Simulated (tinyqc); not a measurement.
Schottky barrier on an n-type semiconductor with a doping step, non-linear Poisson equation by Newton steps: one step of the calculation.

One dimension, metal at x = 0, donor density C(x) = N1 for x < x1 and Nd beyond. Energies are counted from the electron Fermi level of the semiconductor and the conduction-band edge is Ec = -psi, so n = Nc exp(psi/Vt); holes follow the Fermi level of the metal, at -V, so p = Nv exp((V - psi - Eg)/Vt). Ends: psi(0) = V - phiB and psi = Vt ln(Nd/Nc) deep inside. Boltzmann statistics, full ionisation, no current, no image force in the Poisson equation.

Question. Densities, residual and Jacobian diagonal. n_i = Nc exp(psi_i/Vt), p_i = Nv exp((V - psi_i - Eg)/Vt), rho_i = p_i - n_i + C_i, g_i = (n_i + p_i)/Vt. Box widths w_i = (h_(i-1) + h_i)/2 in cm. Residual F_i = a_i (psi_(i+1) - psi_i) - a_(i-1) (psi_i - psi_(i-1)) + q rho_i w_i; Jacobian: a_(i-1) and a_i beside the diagonal, b_i = -a_(i-1) - a_i - q g_i w_i on it. The two end nodes are fixed.

Inputs (values chosen for the exercise); band and dielectric values those of a made-up semiconductor:
- T = 400 K (temperature)
- Eg = 1.22 eV (band gap)
- Nc = 4.45e19 cm^-3 (conduction-band density of states at T)
- Nv = 4.13e19 cm^-3 (valence-band density of states at T)
- V = 0.16 V (bias of the metal against the semiconductor)

Constants: q = 1.602176634e-19 C, kB = 1.380649e-23 J/K, Vt = kB T/q. Results are converted to the units shown.

x, node 0 to 11 (nm): [0, 65, 141, 231, 336, 459, 604, 774, 973, 1210, 1480, 1800]
coupling a_i, interval 0 to 10 (F/cm^2): [1.7027284e-7, 1.4562809e-7, 1.2297483e-7, 1.0540700e-7, 8.9981583e-8, 7.6329205e-8, 6.5104322e-8, 5.5616758e-8, 4.6699303e-8, 4.0991610e-8, 3.4586671e-8]
psi after iteration 1, node 0 to 11 (V): [-0.71000000, -0.35706550, -0.31013665, -0.29760834, -0.29512234, -0.29608829, -0.32839255, -0.33154192, -0.33213528, -0.33222288, -0.33223274, -0.33223383]
donor density C, node 0 to 11 (cm^-3): [8.7e15, 8.7e15, 8.7e15, 8.7e15, 8.7e15, 8.7e15, 2.9e15, 2.9e15, 2.9e15, 2.9e15, 2.9e15, 2.9e15]

Find: n; p; residual F; diagonal b.

Answer.

n, node 0 to 11 (cm^-3): [5.0438e10, 1.4110e15, 5.5057e15, 7.9188e15, 8.5110e15, 8.2758e15, 3.2419e15, 2.9588e15, 2.9083e15, 2.9009e15, 2.9001e15, 2.9000e15]
p, node 0 to 11 (cm^-3): [1.6075e15, 5.7460e10, 1.4726e10, 1.0239e10, 9.5261e9, 9.7968e9, 2.5009e10, 2.7402e10, 2.7878e10, 2.7949e10, 2.7957e10, 2.7958e10]
residual F, node 1 to 10 (in units of 1e-8 C/cm^2): [-4.5028, -0.1046, -0.0058, -0.0004, -0.1468, 0.1398, -0.0002, 0.0000, 0.0000, 0.0000]
diagonal b, node 1 to 10 (F/cm^2): [-3.6214e-7, -4.8101e-7, -5.8726e-7, -6.4638e-7, -6.8177e-7, -3.7877e-7, -3.7446e-7, -3.9701e-7, -4.2951e-7, -4.7324e-7]

Program tinyqc, `OMP_NUM_THREADS=1 python tinyqc.py 2020137 2020138 out.jsonl`; Intel Xeon 2.30GHz, shared host, one thread, about 0.1 s.
